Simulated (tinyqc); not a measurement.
X-ray reflectivity of a thin film on silicon: critical angles, Parratt recursion, fringes and roughness: one step, computed by the program tinyqc. Command: `OMP_NUM_THREADS=1 python tinyqc.py 3120967 3120968 out.jsonl xrr walk`. One thread of a shared host (Intel(R) Xeon(R) Processor @ 2.30GHz), about 0.01 s of CPU time with the checks.

n = 1 - delta + i beta; the classical electron radius is r_e = 2.8179403e-6 nm. Layer 0 is vacuum, 1 the film, 2 the substrate.

Question. Fringe period, contrast and decay. Far above the critical angle the period is d theta = lambda/(2 d), or 2 pi/d in q; the envelope runs between (|r_01| - |r_12 p|)^2 and (|r_01| + |r_12 p|)^2; contrast = 2 a b/(a^2 + b^2) with a = |r_01|, b = |r_12 p|; roughness factors on the amplitudes are about exp(-q^2 sigma^2/2).

Inputs (values chosen for the exercise, modelled on Al2O3 on silicon, copper K-alpha radiation):
```
quantity                              value  unit
wavelength lambda                   0.15406    nm
film thickness d                       12.8    nm
roughness of the surface sigma_1       0.13    nm
roughness of the interface sigma_2     0.25    nm
```

1000 r_01 = 23.00455-0.31350i

1000 r_12 = -5.957438-0.084699i

p = -0.8110261+0.5685542i

q = 4 pi sin(theta)/lambda = 1.235664 1/nm

Give: period in theta; period in q; contrast; roughness factor, surface; roughness factor, interface.

Answer.

period in theta = 0.34480 degrees

period in q = 0.49087 1/nm

contrast = 0.48133

roughness factor, surface = 0.98718

roughness factor, interface = 0.95341
